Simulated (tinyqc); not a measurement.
# Isotype n-N heterojunction, non-linear Poisson equation by Newton steps, Fermi-Dirac statistics: effect of the conduction-band offset Ec2 - Ec1

One dimension, material 1 (n-type) at x < 0 and material 2 (n-type) at x > 0. Band edges: Ec = -psi in material 1 and -psi + dEc in material 2, Ev = Ec - Eg. Equilibrium, Fermi level at 0. n = Nc F((EFn - Ec)/Vt), p = Nv F((Ev - EFp)/Vt), with F(eta) = F_1/2(eta) = (2/sqrt(pi)) int_0^infinity sqrt(u) du/(1 + exp(u - eta)) (Fermi-Dirac statistics); full ionisation, no interface charge, classical densities; the doping types are chosen for the exercise. The polarisation charge of real nitride interfaces, of order 1e13 cm^-2, is left out.

Exact first integral: on each side D^2/(2 eps0 er) = G, G = q [Vt (nI_j - nI_b) + Vt (pI_j - pI_b) - C (psi_j - psi_b)], with C = +N1 or +N2, b the neutral end of that side, and nI, pI the densities with F_1/2 replaced by F_3/2(eta) = (4/(3 sqrt(pi))) int_0^infinity u^(3/2) du/(1 + exp(u - eta)). D is continuous, so er1 G1(psi_j) = er2 G2(psi_j) fixes psi_j. Ends from Nc1 F(psi_L/Vt) = N1 and Nc2 F((V + psi_R - dEc)/Vt) = N2. D is counted positive when psi rises towards material 2.

Values chosen for this exercise; band and dielectric values close to those of AlGaN and GaN:

| symbol | value | unit | meaning |
|---|---|---|---|
| T | 400 | K | temperature |
| Eg1 | 3.94 | eV | band gap of material 1 |
| er1 | 9.35 |  | relative permittivity of material 1 |
| Nc1 | 4.54e18 | cm^-3 | conduction-band density of states of material 1 |
| Nv1 | 9.21e19 | cm^-3 | valence-band density of states of material 1 |
| Eg2 | 3.36 | eV | band gap of material 2 |
| er2 | 9.42 |  | relative permittivity of material 2 |
| Nc2 | 3.56e18 | cm^-3 | conduction-band density of states of material 2 |
| Nv2 | 7.1e19 | cm^-3 | valence-band density of states of material 2 |
| N1 | 1.1e16 | cm^-3 | donor density of material 1 |
| N2 | 1e17 | cm^-3 | donor density of material 2 |
| V | 0 | V | bias of side 1 against side 2 |

Constants: q = 1.602176634e-19 C, kB = 1.380649e-23 J/K, Vt = kB T/q, eps0 = 8.8541878128e-14 F/cm where lengths are in cm. Results are converted to the units shown.

Result of one run:
```
dEc (eV)  psi_R - psi_L (V)  psi_j - psi_L (V)  psi_R - psi_j (V)  D/q (cm^-2)  n_j in 1 (cm^-3)  n_j in 2 (cm^-3)
-0.18              -0.09522           -0.07787           -0.01735    -7.309e10          1.150e15          1.644e17
```

What becomes of these results when the conduction-band offset Ec2 - Ec1 dEc is changed from -0.18 to -0.7 eV, all else the same?

Result of the changed run:
```
dEc (eV)  psi_R - psi_L (V)  psi_j - psi_L (V)  psi_R - psi_j (V)  D/q (cm^-2)  n_j in 1 (cm^-3)  n_j in 2 (cm^-3)
-0.7                -0.6152            -0.5661           -0.04910    -2.458e11           8.109e8          4.033e17
```

The whole series:
```
dEc (eV)  psi_R - psi_L (V)  psi_j - psi_L (V)  psi_R - psi_j (V)  D/q (cm^-2)  n_j in 1 (cm^-3)  n_j in 2 (cm^-3)
-0.7                -0.6152            -0.5661           -0.04910    -2.458e11           8.109e8          4.033e17
-0.62               -0.5352            -0.4890           -0.04617    -2.273e11           7.586e9          3.716e17
-0.55               -0.4652            -0.4219           -0.04332    -2.099e11          5.322e10          3.431e17
-0.47               -0.3852            -0.3456           -0.03963    -1.881e11          4.870e11          3.093e17
-0.4                -0.3152            -0.2793           -0.03590    -1.668e11          3.330e12          2.784e17
-0.33               -0.2452            -0.2138           -0.03147    -1.428e11          2.232e13          2.456e17
-0.25               -0.1652            -0.1402           -0.02507    -1.099e11          1.888e14          2.048e17
-0.18              -0.09522           -0.07787           -0.01735    -7.309e10          1.150e15          1.644e17
-0.1               -0.01522           -0.01163          -0.003593    -1.413e10          7.852e15          1.109e17
```

As dEc goes from -0.7 to -0.1, the total bending rises from -0.615 to -0.0152 V and the sheet charge D/q rises from -2.46e11 to -1.41e10 cm^-2; the share of the bending in material 1 falls from 92.0 to 76.4 %. The alignment is staggered for dEc = -0.7, -0.62 eV. In every row electrons move into material 2, which accumulates, while the other side depletes.

tinyqc, about 0.2 s, one thread, Intel Xeon 2.30GHz (shared host): `OMP_NUM_THREADS=1 python tinyqc.py 2040107 2040108 out.jsonl`
